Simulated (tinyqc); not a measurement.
Gaps against temperature: band gaps under pressure and temperature from deformation potentials.

Murnaghan: V/V0 = (1 + Bp P/B0)^(-1/Bp), B0 = (C11 + 2 C12)/3. Each gap moves by a ln(V/V0) with its volume potential a, and falls with temperature by aV T^2/(T + bV) (Varshni); the two effects are added. No change of phase is considered.

Constants: hc = 1239.841984 eV nm.

Values chosen for the exercise (near those of Si, the X and L potentials typical of such crystals; shifted at random, so the results belong to these values and not to a real crystal):
```
symbol  value                  unit   meaning
Eg      4.18                   eV     gap at Gamma to the s-like level at 0 K, 0 GPa
EgX     1.188                  eV     gap to X at 0 K, 0 GPa
EgL     2.079                  eV     gap to L at 0 K, 0 GPa
C11     165.7                  GPa
C12     63.4                   GPa
Bp      4.6                           pressure derivative of the bulk modulus
aG      -12.3                  eV     volume potential of the Gamma gap
aX      2.15                   eV     volume potential of the X gap
aL      -4.44                  eV     volume potential of the L gap
aV      (0.375, 0.473, 0.434)  meV/K  Varshni alpha of Gamma, X, L
bV      (115, 596, 312)        K      Varshni beta of Gamma, X, L
P       3.5                    GPa    pressure
```

At the pressure P; wavelength hc/E of the lowest gap.

Gaps (eV):
```
T (K)   Gamma       X       L  lowest  wavelength (nm)
0      4.5887  1.1166  2.2265       X           1110.4
50     4.5830  1.1147  2.2235       X           1112.2
100    4.5712  1.1098  2.2160       X           1117.2
200    4.5410  1.0928  2.1926       X           1134.6
300    4.5073  1.0691  2.1627       X           1159.8
400    4.4722  1.0406  2.1290       X           1191.5
500    4.4362  1.0087  2.0929       X           1229.2
600    4.3998  0.9742  2.0552       X           1272.7
```

From 0 to 100 K the Gamma gap falls by 17.4 meV, from 500 to 600 K by 36.4 meV: quadratic below bV, linear with a slope tending to aV = 0.375 meV/K above. X stays lowest. A pressure of 0.64 GPa, with the slope -aG/B0 at zero pressure, would undo the fall of the Gamma gap from 0 to 300 K.

tinyqc: `OMP_NUM_THREADS=1 python tinyqc.py 1050223 1050224 out.jsonl`; about 0.01 s, one thread, shared Intel(R) Xeon(R) Processor @ 2.30GHz.
